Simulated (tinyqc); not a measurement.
What each parameter does: nanosheet or nanowire with hard walls, valleys of the Si type.

Six ellipsoidal valleys along the cube axes: inverse mass tensor w = 1/mt + (1/ml - 1/mt) a a^T with a the unit axis. Device axes: x along the channel, z = [001], y = z x x.

Hard walls around a W x H rectangle. The block w_c of w in (y, z) confines; the transport mass follows from 1/m_x = w_xx - w_xc w_c^-1 w_cx. The cross-section problem c (w_yy ky^2 + 2 w_yz ky kz + w_zz kz^2), c = hbar^2/2m0, is solved in products sin(n pi y/W) sin(l pi z/H), n, l = 1 to 12; if w_yz = 0 the levels are c pi^2 (w_yy n^2/W^2 + w_zz l^2/H^2). The w_yz term couples (n, l) to (n', l') by -2 c w_yz D_nn'(W) D_ll'(H) with D_nm(L) = 4 n m/(L (n^2 - m^2)) for n + m odd and 0 otherwise.

Without degeneracy the line density is N1 exp((EF - Ec)/kB T) with N1 = sum 2 g sqrt(m_x kB T/(4 pi c)) exp(-E/kB T), here over n, l up to 80 where w_yz = 0 and over all levels of a 12 x 12 sine basis otherwise; the classical value is W H Nc with Nc = 2 g_all (m_dos kB T/(4 pi c))^(3/2), m_dos = (ml mt^2)^(1/3); dVt = kB T ln(W H Nc/N1).

Constants: hbar^2/2m0 = 3.80998211 eV angstrom^2; kB = 8.617333262e-05 eV/K.

Parameters, chosen for this exercise (near those of Si; not measured data): ml = 0.916 m0 (longitudinal mass); mt = 0.187 m0 (transverse mass); T = 300 K (temperature); g_all = 6 (number of valleys); channel = 110 (transport direction x on a (001) wafer); W = 45 angstrom (width, along y); H = 78 angstrom (height, along z = [001]).

E1 and E2 are the two lowest subband edges over all groups.

Results for these values:

| case | E1 (eV) | E2 - E1 (meV) | m_x of lowest (m0) | dVt (mV) |
|---|---|---|---|---|
| base | 0.0928 | 13.2 | 0.551 | 76.2 |

What happens to each result for H = 72 angstrom, all else kept?

Answer: E1 rises from 0.0928 to 0.0986; E2 - E1 falls from 13.2 to 8.6; m_x of lowest does not change at the printed digits; dVt rises from 76.2 to 79.5.

The same for each parameter in turn:

| case | E1 (eV) | E2 - E1 (meV) | m_x of lowest (m0) | dVt (mV) |
|---|---|---|---|---|
| base | 0.0928 | 13.2 | 0.551 | 76.2 |
| W = 35 angstrom | 0.1319 | 39.0 | 0.551 | 112.6 |
| H = 72 angstrom | 0.0986 | 8.6 | 0.551 | 79.5 |
| T = 350 K | 0.0928 | 13.2 | 0.551 | 76.7 |
| ml = 1.008 m0 | 0.0919 | 13.5 | 0.598 | 75.6 |
| mt = 0.168 m0 | 0.1022 | 15.1 | 0.542 | 83.8 |

Run: tinyqc, `OMP_NUM_THREADS=1 python tinyqc.py 1280535 1280536 out.jsonl`; Intel(R) Xeon(R) Processor @ 2.30GHz, one thread, shared host; about 0.03 s of CPU time with all checks.
